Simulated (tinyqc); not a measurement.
Longitudinal sound in a periodic multilayer: transfer matrices, stop bands and folded phonons: one step, computed by the program tinyqc. Command: `OMP_NUM_THREADS=1 python tinyqc.py 3004982 3004983 out.jsonl multilayer walk`. One thread of a shared host (Intel(R) Xeon(R) Processor @ 2.30GHz), about 0.01 s of CPU time with the checks.

Layers 1 and 2 repeat with period d = d_1 + d_2; waves travel normal to the layers, without loss. State vector (u, s): displacement u and stress divided by omega. Impedances Z = rho v are in 1e6 kg/(m^2 s).

Task: Transmission through N periods. A layer maps (u, s) by [[cos p, sin p/Z], [-Z sin p, cos p]], p = 2 pi f d_i/v_i; one period is M = M_2 M_1, and cos(q d) = trace(M)/2. For N periods A = M^N. A wave comes from a thick layer of material 1 and leaves into the substrate (Z_s): transmitted power T = 4 Z_1 Z_s/|Z_1 A_22 + Z_s A_11 - i (Z_1 Z_s A_12 - A_21)|^2, reflected power R = 1 - T.

Inputs (values chosen for the exercise, modelled on silica (layer 1), platinum (layer 2) and silica (substrate)):
```
quantity,value,unit
velocity v_1,6050,m/s
thickness d_1,855,nm
velocity v_2,4160,m/s
thickness d_2,1400,nm
periods N,3,-
frequency f,1.07,GHz
```

M:
```
,1,2
1,-0.4650695,-0.03362744
2,-33.09077,-4.542886
```

Z_2 = 89.44

Z_1 = 13.431

Z of the substrate = 13.1347

Give: A = M^N; transmitted power T; T in decibel.

Result:

A = M^N:
```
,1,2
1,-6.1907,-0.80974
2,-796.81,-104.38
```

transmitted power T = 2.6853e-04

T in decibel = -35.710 dB
